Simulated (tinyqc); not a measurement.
The first four gaps: longitudinal sound in a periodic multilayer: transfer matrices, stop bands and folded phonons. Computed by tinyqc, a small Python program. Command: `OMP_NUM_THREADS=1 python tinyqc.py 3012529 3012530 out.jsonl multilayer walk`. One thread of a shared host (Intel(R) Xeon(R) Processor @ 2.30GHz), about 0.01 s of CPU time with the checks.

Layers 1 and 2 repeat with period d = d_1 + d_2; waves travel normal to the layers, without loss. State vector (u, s): displacement u and stress divided by omega. Impedances Z = rho v are in 1e6 kg/(m^2 s).

Inputs (values chosen for the exercise, modelled on silica (layer 1), platinum (layer 2) and silica (substrate)):

| quantity | value | unit |
|---|---|---|
| density rho_1 | 2.19 | g/cm^3 |
| velocity v_1 | 6060 | m/s |
| thickness d_1 | 5.21 | nm |
| density rho_2 | 21.6 | g/cm^3 |
| velocity v_2 | 4030 | m/s |
| thickness d_2 | 3.56 | nm |
| substrate density | 2.17 | g/cm^3 |
| substrate velocity | 5910 | m/s |

Method:
- Z = rho v; interface reflection r = (Z_2 - Z_1)/(Z_2 + Z_1) (stress amplitude, from 1 into 2); Bragg frequency f_B = 1/[2 (d_1/v_1 + d_2/v_2)]; long-wave velocity v_eff = d/sqrt[(d_1/v_1)^2 + (d_2/v_2)^2 + (Z_1/Z_2 + Z_2/Z_1)(d_1/v_1)(d_2/v_2)].
- A layer maps (u, s) by [[cos p, sin p/Z], [-Z sin p, cos p]], p = 2 pi f d_i/v_i; one period is M = M_2 M_1, and cos(q d) = trace(M)/2.
- Gap m contains m f_B; its edges, where trace(M)/2 = (-1)^m, are found by root search. Weak-contrast estimate of the width: (4 f_B/pi) |r sin(m pi a)|, a = (d_1/v_1)/(d_1/v_1 + d_2/v_2).

Bragg frequency f_B = 286.844 GHz

Z_1 = 13.2714

Z_2 = 87.048

interface reflection r = 0.735417

Stop bands (GHz):

| m | lower edge | upper edge | width | weak-contrast estimate |
|---|---|---|---|---|
| 1 | 136.0 | 437.6 | 301.66 | 268.53 |
| 2 | 568.0 | 579.5 | 11.44 | 11.44 |
| 3 | 709.9 | 1010.9 | 300.94 | 268.04 |
| 4 | 1136.1 | 1158.9 | 22.88 | 22.86 |

With a = 0.493, gap 1 is the widest and gap 2 the narrowest: the layers are near a quarter wave each at f_B, so the even gaps almost close. The weak-contrast estimate misses the first width by -11.0 % at |r| = 0.74. Odd gaps open at the edge of the folded zone (q = pi/d), even ones at its centre.
